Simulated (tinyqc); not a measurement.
Longitudinal sound in a periodic multilayer: transfer matrices, stop bands and folded phonons. From centre of the doublet back to thickness d_2. Computed by tinyqc, a small Python program. Command: `OMP_NUM_THREADS=1 python tinyqc.py 3015217 3015218 out.jsonl multilayer inv`. One thread of a shared host (Intel(R) Xeon(R) Processor @ 2.30GHz), about 0.02 s of CPU time with the checks.

Layers 1 and 2 repeat with period d = d_1 + d_2; waves travel normal to the layers, without loss. State vector (u, s): displacement u and stress divided by omega. Impedances Z = rho v are in 1e6 kg/(m^2 s).

Inputs (values chosen for the exercise, modelled on silica (layer 1), molybdenum (layer 2) and silicon (substrate)): density rho_1 = 2.16 g/cm^3; velocity v_1 = 5870 m/s; thickness d_1 = 23.4 nm; density rho_2 = 10.1 g/cm^3; velocity v_2 = 6370 m/s; substrate density = 2.31 g/cm^3; substrate velocity = 8500 m/s; optical wave vector q d/pi = 0.22.

Method:
- Z = rho v; interface reflection r = (Z_2 - Z_1)/(Z_2 + Z_1) (stress amplitude, from 1 into 2); Bragg frequency f_B = 1/[2 (d_1/v_1 + d_2/v_2)]; long-wave velocity v_eff = d/sqrt[(d_1/v_1)^2 + (d_2/v_2)^2 + (Z_1/Z_2 + Z_2/Z_1)(d_1/v_1)(d_2/v_2)].
- A layer maps (u, s) by [[cos p, sin p/Z], [-Z sin p, cos p]], p = 2 pi f d_i/v_i; one period is M = M_2 M_1, and cos(q d) = trace(M)/2.
- Light transfers the wave vector q. Solve trace(M)/2 = cos(q d) on the first branch (Brillouin line) and on the two branches around 2 f_B (first folded doublet); 1/cm = 29.9792458 GHz.

Task: A run gave the result below. Find the thickness d_2, known to lie between 15 and 33 nm.

centre of the doublet = 4.029701 1/cm

Result:

Each step takes the trial c = (a f_b - b f_a)/(f_b - f_a), f being the result less the target and a, b, c the logarithms of the listed values; c replaces end b, the old b replaces a if the sign of f changed, and otherwise f_a is halved.

Scan of the range:
```
thickness d_2 (nm)  centre of the doublet (1/cm)
15.0                                     5.38149
17.1                                     5.07777
19.5                                     4.76920
22.2                                     4.47382
25.4                                     4.18324
28.9                                     3.92115
33.0                                     3.66621
```

False position (Illinois rule, in the logarithm of the input) inside the bracket:
```
step    end a    end b    trial  centre of the doublet (1/cm)
1     25.4000  28.9000  27.3954                       4.02783
2     25.4000  27.3954  27.3461                       4.03147
3     27.3954  27.3461  27.3700                       4.02970
4     27.3461  27.3700  27.3700                       4.02970
```

Centre of the doublet falls at every point of a 13-point scan of the range (every second point is shown), so one value fits; it is bracketed by 25.4 and 28.9. Answer: thickness d_2 = 27.37 nm.
